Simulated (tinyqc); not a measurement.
Deep level with several charge states, and Shockley-Read-Hall recombination: one step. Charge states at a trial Fermi level. Two cases, with inputs chosen for the exercise.

Problem. Form the exponents, the shares, the mean charge and the residual of neutrality at EF = E_try.

Energies from Ev. The defect has charge states +1, 0, -1 with weights 1, gm exp((EF - E1)/kT), exp((2 EF - E1 - E2)/kT); the shares are the weights over their sum. Boltzmann carriers: n = Nc exp((EF - Eg)/kT), p = Nv exp(-EF/kT). Neutrality: p - n + Nd + Nt <q> = 0.

Constants: kB = 8.617333262e-05 eV/K.

Give: exponents of the second and third weights; shares; <q>; n, p; residual.

Case 1.

Values chosen (gap and densities of states near those of InP at this temperature; the results hold for these values, not for the real material): Eg = 1.365 eV (gap); Nc = 4.25e+17 1/cm^3 (conduction-band density of states); Nv = 9.33e+18 1/cm^3 (valence-band density of states); T = 250 K; E1 = 0.639 eV (level (+1/0) above Ev); E2 = 0.828 eV (level (0/-1) above Ev); gm = 1 (degeneracy of the middle state, the others 1); Nt = 2.2e+16 1/cm^3 (defects); Nd = 9.2e+15 1/cm^3 (ionised shallow donors minus acceptors); E_try = 0.337 eV (trial Fermi level).

Solution.

exponents of the second and third weights: [-14.018, -36.810]

shares: +1 1.0000, 0 0.0000, -1 0.0000

<q> = 1.0000

n, p (1/cm^3): [0.000803, 1.50e+12]

residual = 3.12e+16 1/cm^3

The residual is positive, so EF must rise.

Case 2.

Values chosen (gap and densities of states near those of Ge at this temperature; the results hold for these values, not for the real material): Eg = 0.64 eV (gap); Nc = 1.34e+19 1/cm^3 (conduction-band density of states); Nv = 6.25e+18 1/cm^3 (valence-band density of states); T = 350 K; E1 = 0.214 eV (level (+1/0) above Ev); E2 = 0.511 eV (level (0/-1) above Ev); gm = 1 (degeneracy of the middle state, the others 1); Nt = 2.7e+16 1/cm^3 (defects); Nd = -2.3e+17 1/cm^3 (ionised shallow donors minus acceptors); E_try = 0.29 eV (trial Fermi level).

Solution.

exponents of the second and third weights: [2.520, -4.808]

shares: +1 0.0744, 0 0.9250, -1 0.0006

<q> = 0.0738

n, p (1/cm^3): [1.22e+14, 4.17e+14]

residual = -2.28e+17 1/cm^3

The residual is negative, so EF must fall.

Computed by tinyqc, one run a case: `OMP_NUM_THREADS=1 python tinyqc.py N N+1 out.jsonl` with N = 1651156, 1651346; one thread of a shared Intel(R) Xeon(R) Processor @ 2.30GHz, about 0.01 s a run at most.
